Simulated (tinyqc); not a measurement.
# Surface Green function of a two-leg ladder, Sancho-Rubio decimation, step by step

Program tinyqc, `OMP_NUM_THREADS=1 python tinyqc.py 2680119 2680120 out.jsonl`; Intel Xeon 2.30GHz, shared host, one thread, about 0.02 s. Printed values are rounded.

A semi-infinite lead of cells 0, 1, 2, ... with H0 inside a cell and H1 = <cell i|H|cell i + 1>. One rung (site 1 on leg a, site 2 on leg b) is a cell; all hoppings enter with a minus sign. z = E + i eta.

Values chosen for this exercise: hopping along leg a ta = 2.7 eV; hopping along leg b tb = 1.83 eV; rung hopping tp = 1.9 eV; diagonal hopping from a to the next b td = 0 eV; site energy on leg b (0 on leg a) eb = -1.12 eV; energy E = -7.22 eV; broadening eta = 0.1 eV.

## The blocks

Read off from the list of hoppings.

H0 (eV):
```
,1,2
1,0,-1.9
2,-1.9,-1.12
```

H1 (eV):
```
,1,2
1,-2.7,0
2,0,-1.83
```

## Round 1: decimation

Start with e_s = e = H0, a = H1, b = H1^dagger. Each round: g = (z - e)^(-1); e_s <- e_s + a g b; e <- e + a g b + b g a; a <- a g a; b <- b g b (all with the old a, b). Round k joins cells 2^k apart.

g (1/eV):
```
,1,2
1,-0.150826-0.002496i,-0.046953-0.001547i
2,-0.046953-0.001547i,-0.178503-0.003408i
```

e_s after round 1 (eV):
```
,1,2
1,-1.09952-0.01820i,-2.13200-0.00764i
2,-2.13200-0.00764i,-1.71779-0.01141i
```

e after round 1 (eV):
```
,1,2
1,-2.19904-0.03639i,-2.36399-0.01529i
2,-2.36399-0.01529i,-2.31558-0.02283i
```

a after round 1 (eV):
```
,1,2
1,-1.09952-0.01820i,-0.23200-0.00764i
2,-0.23200-0.00764i,-0.59779-0.01141i
```

b after round 1 (eV):
```
,1,2
1,-1.09952-0.01820i,-0.23200-0.00764i
2,-0.23200-0.00764i,-0.59779-0.01141i
```

## Round 2: decimation

As before.

g (1/eV):
```
,1,2
1,-0.257008-0.011891i,-0.123603-0.009629i
2,-0.123603-0.009629i,-0.263155-0.011617i
```

e_s after round 2 (eV):
```
,1,2
1,-1.48655-0.05244i,-2.32136-0.02761i
2,-2.32136-0.02761i,-1.85953-0.02516i
```

e after round 2 (eV):
```
,1,2
1,-2.97311-0.10488i,-2.74272-0.05522i
2,-2.74272-0.05522i,-2.59907-0.05032i
```

a after round 2 (eV):
```
,1,2
1,-0.387034-0.034245i,-0.189363-0.019965i
2,-0.189363-0.019965i,-0.141745-0.013745i
```

b after round 2 (eV):
```
,1,2
1,-0.387034-0.034245i,-0.189363-0.019965i
2,-0.189363-0.019965i,-0.141745-0.013745i
```

## Round 3: decimation

As before.

g (1/eV):
```
,1,2
1,-0.375472-0.046262i,-0.221032-0.039136i
2,-0.221032-0.039136i,-0.345923-0.037123i
```

e_s after round 3 (eV):
```
,1,2
1,-1.58410-0.08517i,-2.37612-0.04661i
2,-2.37612-0.04661i,-1.89056-0.03621i
```

e after round 3 (eV):
```
,1,2
1,-3.16820-0.17034i,-2.85223-0.09321i
2,-2.85223-0.09321i,-2.66112-0.07241i
```

a after round 3 (eV):
```
,1,2
1,-0.0975472-0.0327263i,-0.0547579-0.0189970i
2,-0.0547579-0.0189970i,-0.0310234-0.0110473i
```

b after round 3 (eV):
```
,1,2
1,-0.0975472-0.0327263i,-0.0547579-0.0189970i
2,-0.0547579-0.0189970i,-0.0310234-0.0110473i
```

## Course of the decimation

Stop when the largest entry of a and b is below 1e-12 eV, or after 60 rounds. The last column is -Im Tr (z - e_s)^(-1)/pi. At the end g_s = (z - e_s)^(-1), and the bulk Green function is (z - e)^(-1).

Course of the iteration:
```
round,"largest |a|, |b| (eV)",surface density of states (1/eV)
1,1.10,0.00343801
2,0.389,0.00564151
3,0.103,0.00736901
4,9.06e-3,0.00767882
5,7.08e-5,0.00768124
6,4.32e-9,0.00768124
7,< 1e-12,0.00768124
```

Converged in 7 rounds, which stand for 2^7 cells. E lies outside the bands, where the waves decay by themselves, so few rounds suffice whatever eta is.

## Self-energy, Dyson check and densities of states

converged surface Green function g_s (1/eV):
```
,1,2
1,-0.218093-0.012643i,-0.097016-0.010239i
2,-0.097016-0.010239i,-0.230632-0.011489i
```

converged bulk Green function (1/eV):
```
,1,2
1,-0.424007-0.090330i,-0.261122-0.076249i
2,-0.261122-0.076249i,-0.379046-0.068375i
```

Sigma = H1 g_s H1^dagger is what the lead adds to one more cell, and (z - H0 - Sigma)^(-1) must give g_s back. Densities of states: -Im of the diagonals over pi.

Sigma (eV):
```
,1,2
1,-1.58990-0.09217i,-0.47935-0.05059i
2,-0.47935-0.05059i,-0.77237-0.03847i
```

(z - H0 - Sigma)^(-1) (1/eV):
```
,1,2
1,-0.218093-0.012643i,-0.097016-0.010239i
2,-0.097016-0.010239i,-0.230632-0.011489i
```

```
orbital,surface density of states (1e-3 1/eV),bulk density of states (1/eV)
1,4.02433,0.0287531
2,3.65691,0.0217644
```

The surface cell holds 0.00768 states per eV against 0.0505 for a bulk cell.
